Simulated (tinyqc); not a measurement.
Error of the time step: velocity overshoot from momentum and energy balance equations after a field step. Computed by tinyqc, a small Python program. Command: `OMP_NUM_THREADS=1 python tinyqc.py 3004062 3004063 out.jsonl overshoot walk`. One thread of a shared host (Intel(R) Xeon(R) Processor @ 2.30GHz), about 0.09 s of CPU time with the checks.

At t = 0 the field jumps from 0 to F in a uniform sample. v is the drift velocity and u = w - (3/2) k_B T the excess energy per carrier.

Inputs (values chosen for the exercise, modelled on holes in silicon except for tau_E):
```
quantity                      value        unit
effective mass m                0.4         m_0
low-field mobility mu_0         470  cm^2/(V s)
saturation velocity v_s        0.85    1e7 cm/s
energy relaxation time tau_E    0.9          ps
field after the step F          160       kV/cm
lattice temperature T           300           K
time step dt                    2.1          fs
```

Scheme: explicit Euler.

Constants: m_0 = 9.1093837015e-31 kg; e = 1.602176634e-19 C; k_B = 8.617333262e-05 eV/K.

Method:
- dv/dt = e F/m - v/tau_m(u), du/dt = e F v - u/tau_E, tau_m(u) = tau_0/(1 + c u), tau_0 = m mu_0/e, c = mu_0/(e tau_E v_s^2); this choice gives the steady state v (1 + mu_0 F v/v_s^2) = mu_0 F, which saturates at v_s. Steady velocity v = 2 mu_0 F/(1 + sqrt(1 + 4 (mu_0 F/v_s)^2)); u = e F v tau_E; carrier temperature T + 2u/(3 k_B), neglecting the drift energy m v^2/2.
- Step: v_new = v + dt (e F/m - v/tau_m(u)), u_new = u + dt (e F v - u/tau_E). Start v = u = 0; the distance adds dt (v + v_new)/2.
- The peak velocity is recomputed with dt/2 and dt/4 and by an adaptive Runge-Kutta method (tolerance 1e-9).

tau_0 = 106.890 fs

acceleration e F/m = 0.0703528 1e7 cm/s per fs

c = 7.22799 1/eV

steady velocity = 0.803318 1e7 cm/s

Peak velocity:
```
step      v_peak (1e7 cm/s)  error (%)
dt                   2.9330     1.8875
dt/2                 2.9054     0.9300
dt/4                 2.8919     0.4616
adaptive             2.8787     0.0000
```

What does the comparison show, and why?

The explicit scheme puts the peak 1.89 % too high; halving dt divides the error by 2.03, as a first-order method should. Caution: the excess energy exceeds 0.5 eV, where non-parabolicity, upper valleys and impact ionisation matter.

Extremes, crossings and ranges named in words are read from the listed rows.
